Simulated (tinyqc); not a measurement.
# Arrhenius plot from several rate windows

Emission rate en = sn vth(T) Nc(T) exp(-Et/kB T) = sn g T^2 exp(-Et/kB T), g = vth Nc/(300 K)^2, as vth goes as T^0.5 and Nc as T^1.5 (degeneracy factor 1). Each window ew gives the temperature where en = ew.

Parameters, values chosen for the exercise; material values close to those of indium phosphide:
- Nc = 5.62e17 cm^-3 (conduction-band density of states at 300 K)
- vth = 4.3e7 cm/s (thermal velocity at 300 K)
- Et = 0.58 eV (depth of the trap below the conduction edge)
- sn = 1.6e-14 cm^2 (capture cross-section)

Constants: q = 1.602176634e-19 C, kB = 1.380649e-23 J/K. Results are converted to the units shown.

Arrhenius plot from several rate windows:
```
ew (1/s)  T peak (K)  q/kB T (1/eV)  ln(ew/T^2)    ln ew
1.7           260.21         44.596     -10.592  0.53063
5.1           270.88         42.840     -9.5741   1.6292
15            282.20         41.121     -8.5772   2.7081
47            295.22         39.308     -7.5253   3.8501
140           308.79         37.581     -6.5237   4.9416
430           324.04         35.812     -5.4979   6.0638
1300          340.55         34.076     -4.4910   7.1701
3900          358.60         32.360     -3.4957   8.2687
```

Read the table: what changes, and by how much?

The peak rises from 260 to 359 K. ln(ew/T^2) against q/kB T is a straight line of slope -0.5800 eV, the trap depth. Its intercept gives sn = 1.60e-14 cm^2. Leaving out the T^2 gives 0.6324 eV, too high by about 2 kB T.

Numbers from tinyqc (`OMP_NUM_THREADS=1 python tinyqc.py 2050083 2050084 out.jsonl`; about 0.01 s on one thread of a shared Intel Xeon 2.30GHz).
